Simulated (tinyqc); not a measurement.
Gaps across the alloy: alloy A(1-x)B(x) by interpolation with bowing.

Each gap follows E(x) = (1 - x) E_A + x E_B - C x (1 - x); the lattice constant follows Vegard, a(x) = (1 - x) a_A + x a_B.

Constants: hc = 1239.841984 eV nm.

Inputs chosen for the exercise (A near GaAs, B near GaSb; shifted at random, so the results belong to these values and not to a real crystal):

| symbol | value | unit | meaning |
|---|---|---|---|
| a | (5.654, 6.096) | angstrom | lattice constant of A, B |
| Eg | (1.533, 0.803) | eV | gap at Gamma to the s-like level of A, B |
| EgX | (1.954, 1.125) | eV | gap to the lowest valley along Gamma-X of A, B |
| EgL | (1.792, 0.887) | eV | gap to L of A, B |
| C | (1.423, 1.316, 1.195) | eV | bowing of the Gamma, X and L gaps |

Eleven compositions.

Gaps (eV):

| x | a (angstrom) | Gamma | X | L | lowest | wavelength (nm) |
|---|---|---|---|---|---|---|
| 0.0 | 5.6540 | 1.533 | 1.954 | 1.792 | Gamma | 809 |
| 0.1 | 5.6982 | 1.332 | 1.753 | 1.594 | Gamma | 931 |
| 0.2 | 5.7424 | 1.159 | 1.578 | 1.420 | Gamma | 1069 |
| 0.3 | 5.7866 | 1.015 | 1.429 | 1.270 | Gamma | 1221 |
| 0.4 | 5.8308 | 0.899 | 1.307 | 1.143 | Gamma | 1378 |
| 0.5 | 5.8750 | 0.812 | 1.210 | 1.041 | Gamma | 1526 |
| 0.6 | 5.9192 | 0.753 | 1.141 | 0.962 | Gamma | 1645 |
| 0.7 | 5.9634 | 0.723 | 1.097 | 0.908 | Gamma | 1714 |
| 0.8 | 6.0076 | 0.721 | 1.080 | 0.877 | Gamma | 1719 |
| 0.9 | 6.0518 | 0.748 | 1.089 | 0.870 | Gamma | 1658 |
| 1.0 | 6.0960 | 0.803 | 1.125 | 0.887 | Gamma | 1544 |

The lowest valley is Gamma at every x. The Gamma gap has a minimum inside the range, 0.719 eV at x = (C - (E_B - E_A))/(2C) = 0.757, since the bowing exceeds the difference of the end gaps.

Computed by tinyqc, a small Python program: `OMP_NUM_THREADS=1 python tinyqc.py 1080817 1080818 out.jsonl` (the numbers bound the seed that draws the inputs); one thread of a shared host (Intel(R) Xeon(R) Processor @ 2.30GHz), about 0.01 s for the whole set of steps.
